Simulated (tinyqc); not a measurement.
# Ferroelectric with a first-order transition, Landau-Devonshire energy: effects of single changes

One domain with free energy u = al P^2 + be P^4 + ga P^6 - E P, al = a0 (T - T0), be < 0 < ga (P in uC/cm^2, E in kV/cm, u in mJ/cm^3). Equilibrium: E = 2 al P + 4 be P^3 + 6 ga P^5; a state is stable against small changes where dE/dP > 0. The coercive field is that of uniform switching, which real films, switching by domains, do not reach.

Values chosen for this exercise:
```
symbol    value          unit                             meaning
a0        0.014  kV cm/(uC K)  slope of the quadratic coefficient
T0          450             K             Curie-Weiss temperature
be      -0.0021  kV cm^5/uC^3                 quartic coefficient
ga       4.1e-6  kV cm^9/uC^5             sixth-order coefficient
T           445             K                         temperature
```

Constants: eps0 = 8.8541878128e-14 F/cm where lengths are in cm. Results are converted to the units shown.

Each table varies one quantity; the others keep the values above.

## The upper branch of the loop

Ps^2 = [-be + sqrt(be^2 - 3 al ga)]/(3 ga); Pc^2 = [-3 be + sqrt(9 be^2 - 15 al ga)]/(15 ga), Ec = -E(Pc); susceptibility chi = 1/(eps0 dE/dP). P is the largest root of E(P) = Ea.

Result of one run:
```
Ea (kV/cm),P (uC/cm^2),u (mJ/cm^3),chi
24,21.32,-592.3,816.9
```

What becomes of these results when the applied field Ea is changed from 24 to 47 kV/cm, all else the same?

Result of the changed run:
```
Ea (kV/cm),P (uC/cm^2),u (mJ/cm^3),chi
47,22.71,-1100,577.1
```

The whole series:
```
Ea (kV/cm),P (uC/cm^2),u (mJ/cm^3),chi
-11,15.89,89.23,8404
-8.3,17.14,44.41,3672
-4.7,18.07,-19.09,2380
0,18.90,-106.1,1721
5.9,19.69,-220.0,1318
12,20.33,-342.1,1080
24,21.32,-592.3,816.9
47,22.71,-1100,577.1
```

P rises from 15.9 to 22.7 uC/cm^2, and chi falls from 8400 to 577. The branch ends at -Ec = -11.9 kV/cm, P = 14.5 uC/cm^2, where dE/dP vanishes and chi diverges; there P still has 77 % of Ps.

## Depolarisation in a thin film

Imperfect screening, an effective length ls = 0.01 nm at each electrode, adds the energy ls P^2/(eps0 t), so al becomes al + ls/(eps0 t) and T0 falls by ls/(eps0 a0 t) (short-circuited film, background permittivity neglected). TC = T0 + be^2/(4 a0 ga), where u(Ps) = u(0); T1 = T0 + be^2/(3 a0 ga), where the polar minimum disappears.

Result of one run:
```
t (nm),fall of T0 (K),Ps (uC/cm^2),depolarising field 2 ls Ps/(eps0 t) (kV/cm),u(Ps) (mJ/cm^3)
1100,7.3338,18.262,3.7500,-70.590
```

What becomes of these results when the film thickness t is changed from 1100 to 280 nm, all else the same?

Result of the changed run:
```
t (nm),fall of T0 (K),Ps (uC/cm^2),depolarising field 2 ls Ps/(eps0 t) (kV/cm),u(Ps) (mJ/cm^3)
280,28.811,14.696,11.856,15.347
```

The whole series:
```
t (nm),fall of T0 (K),Ps (uC/cm^2),depolarising field 2 ls Ps/(eps0 t) (kV/cm),u(Ps) (mJ/cm^3)
280,28.811,14.696,11.856,15.347
440,18.335,16.998,8.7263,-22.478
690,11.692,17.818,5.8329,-50.724
1100,7.3338,18.262,3.7500,-70.590
1700,4.7454,18.502,2.4583,-82.837
2700,2.9879,18.656,1.5608,-91.330
4200,1.9208,18.747,1.0082,-96.555
6700,1.2041,18.806,0.63403,-100.09
11000,0.73338,18.845,0.38698,-102.43
```

As the film thickens from 280 to 11000 nm, Ps rises from 14.7 to 18.8 uC/cm^2 (bulk 18.9) and the depolarising field falls from 11.9 to 0.387 kV/cm. The polar state is the lowest for t > 333 nm and exists at all for t > 264 nm.

Computed by the program tinyqc: `OMP_NUM_THREADS=1 python tinyqc.py 2860114 2860115 out.jsonl`, one thread of a shared Intel Xeon 2.30GHz, about 0.01 s for the whole run.
